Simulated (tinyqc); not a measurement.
# Voltage acceleration of oxide breakdown, four models on the same data, step by step

tinyqc, about 0.01 s, one thread, Intel Xeon 2.30GHz (shared host): `OMP_NUM_THREADS=1 python tinyqc.py 2070111 2070112 out.jsonl` Printed values are rounded.

Field E = V/tox in MV/cm. Models: ln(t63/1 s) = a - c X with X = E (E model), -1/E (1/E model), ln V (power law, c the exponent n) or sqrt(E).

Inputs (values chosen for the exercise): oxide thickness tox = 3.8 nm; use voltage Vu = 2.1 V; stress temperature Ts = 423 K; use temperature Tu = 358 K; activation energy Ea = 0.66 eV; factor for area and percentile ks = 2.2e-6.

Constants: q = 1.602176634e-19 C, kB = 1.380649e-23 J/K. Results are converted to the units shown.

Range of the model: All four laws are empirical fits; none is established far below the stress range.

## Fitting the models

| stress | V (V) | t63 (s) |
|---|---|---|
| 0 | 3.4 | 3.656e5 |
| 1 | 4.28 | 78 |
| 2 | 4.86 | 0.2969 |

The three stress times were made with the E model, c = 3.65, and are treated as data. For each model fit ln t63 on X by least squares over the three points.

| model | c | a | largest misfit in ln t63 (0: below 0.002) |
|---|---|---|---|
| E | 3.64999 | 45.4671 | 0.000000 |
| 1/E | 409.651 | -32.7447 | 0.730523 |
| power | 38.9478 | 60.6071 | 0.377898 |
| sqrt E | 23.8902 | 84.3420 | 0.191583 |

The worst misfit of any model is 0.73 in ln t63, a factor of 2.08 in time, comparable to the scatter of t63 from small samples, so such data hardly tell the models apart.

## Projection to use conditions

Project to Vu, multiply by exp[(Ea q/kB)(1/Tu - 1/Ts)] and by ks; ten years are 3.15576e8 s. The largest voltage for ten years solves the same relation for V.

temperature factor = 26.7749

| model | lifetime (years) | largest voltage for ten years (V) |
|---|---|---|
| E | 0.180721 | 1.68217 |
| 1/E | 1.75108e6 | 2.50857 |
| power | 110.315 | 2.23352 |
| sqrt E | 3.23436 | 2.01643 |

The lifetimes span 6.99 decades, from the E model (most cautious) to the 1/E model; the allowed voltage spans 1.68 to 2.51 V. 2 of the four models pass ten years at Vu. Lifetimes beyond a thousand years are formal extrapolations.
